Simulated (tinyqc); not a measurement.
From one set of inputs to another, one input at a time: equation-of-state fits to an energy-volume table made by a known binding curve. Computed by tinyqc, a small Python program. Command: `OMP_NUM_THREADS=1 python tinyqc.py 3003645 3003646 out.jsonl eosfit ladder`. One thread of a shared host (Intel(R) Xeon(R) Processor @ 2.30GHz), about 0.04 s of CPU time with the checks.

With x = (V/V_0)^(1/3), the energy per atom is E = D [m x^-n - n x^-m]/(n - m), so that B0 = D n m/(9 V_0) and B' = (n + m + 6)/3. B' = dB/dP at P = 0.

The inputs printed are set A. Inputs not listed in the table keep their values of set A, so the rows need not describe a real material.

Inputs (values chosen for the exercise, for a model crystal):
```
quantity,value,unit
cohesive energy D,1.54,eV/atom
true volume V_0,39.5,angstrom^3/atom
repulsive exponent n,7,-
attractive exponent m,3,-
half-width of the volume window w,0.16,-
shift of the window centre s,0.006,-
points N,7,-
compression V/V_0 for the pressure test,0.75,-
```

Binding curve: Mie. Noise: none.

Constants: 1 eV/angstrom^3 = 160.2176634 GPa.

Method:
- B0 and B' from the formulas above; P = -dE/dV at V = c V_0 (c the compression chosen), from the curve itself.
- Table: V_j = V_0 [1 + s + w (2 j/(N - 1) - 1)], j = 0..N-1, rounded to 0.001; E_j from the curve, rounded to 1e-7 eV.
- Third-order Birch-Murnaghan is a cubic in u = V^(-2/3): fit it by linear least squares, find the minimum, and take B0 = V E''(V), B' = -1 - V E'''/E'' there.

Each row keeps all changes above it:
```
input moved,from,to,exact B',exact pressure at c V_0 (GPa),fitted B0 (GPa)
set A,-,-,5.3333,9.086,14.586
half-width of the volume window w,0.16,0.06,5.3333,9.086,14.577
attractive exponent m,3,1,4.6667,2.773,4.859
repulsive exponent n,7,9,5.3333,3.966,6.250
true volume V_0 (angstrom^3/atom),39.5,19.3,5.3333,8.116,12.791
cohesive energy D (eV/atom),1.54,5.76,5.3333,30.357,47.841
```

Where does the difference come from?

exact B' ends near its start, 5.33; the largest single move comes from attractive exponent m (a factor 0.875). Exact pressure at c V_0 goes from 9.09 to 30.4, a factor 3.34 in all. The largest single move comes from cohesive energy D (a factor 3.74), and attractive exponent m works against it (a factor 0.305). Fitted B0 goes from 14.6 to 47.8, a factor 3.28 in all. The largest single move comes from cohesive energy D (a factor 3.74), and attractive exponent m works against it (a factor 0.333). The single moves hold for this order of the switches; the total does not depend on the order.

Extremes, crossings and ranges named in words are read from the listed rows.
